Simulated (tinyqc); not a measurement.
Planar ballistic transistor, top-of-the-barrier model: one step of the calculation.

At the top of the source barrier, states moving towards the drain are filled by the source (Fermi level 0) and states moving back by the drain (Fermi level -q Vd); nothing scatters. U is the shift of the band edge there, set by the capacitances CG, CD and CS (the total) and by the charge. Parabolic two-dimensional band; the source is grounded.

Problem. Density of states, capacitances and charge at zero bias. N0 = gv m kB T/(pi hbar^2), CG = eps0 eox/tox, vT = sqrt(2 kB T/(pi m)), CS = CG/aG, n0 = n at U = 0 and Vd = 0. eta1 = -(E0 + U)/Vt, eta2 = eta1 - Vd/Vt, n = (N0/2)[F_0(eta1) + F_0(eta2)], F_0(x) = ln(1 + exp x). UL = -(aG Vg + aD Vd).

Inputs (values chosen for the exercise); mass and valleys close to those of a monolayer dichalcogenide:
- T = 350 K (temperature)
- m = 0.491 m0 (effective mass)
- gv = 2 (valley degeneracy)
- eox = 7.5 (relative permittivity of the gate insulator)
- tox = 5.9 nm (insulator thickness)
- aG = 0.95 (gate control CG/CS)
- aD = 0.044 (drain control CD/CS)
- E0 = 0.33 eV (band edge at the barrier top above the source Fermi level at zero bias)
- Vg = 0.4 V (gate voltage)
- Vd = 0.2 V (drain voltage)

Constants: q = 1.602176634e-19 C, kB = 1.380649e-23 J/K, hbar = 1.054571817e-34 J s, m0 = 9.1093837015e-31 kg, Vt = kB T/q, eps0 = 8.8541878128e-14 F/cm where lengths are in cm. Results are converted to the units shown.

Give: N0; CG; CS; n0; UL.

Solution.

N0 = 1.2372e13 cm^-2
CG = 1.1255 uF/cm^2
CS = 1.1848 uF/cm^2
n0 = 2.1911e8 cm^-2
UL = -0.38880 eV

Numbers from tinyqc (`OMP_NUM_THREADS=1 python tinyqc.py 2400172 2400173 out.jsonl`; about 0.02 s on one thread of a shared Intel Xeon 2.30GHz).
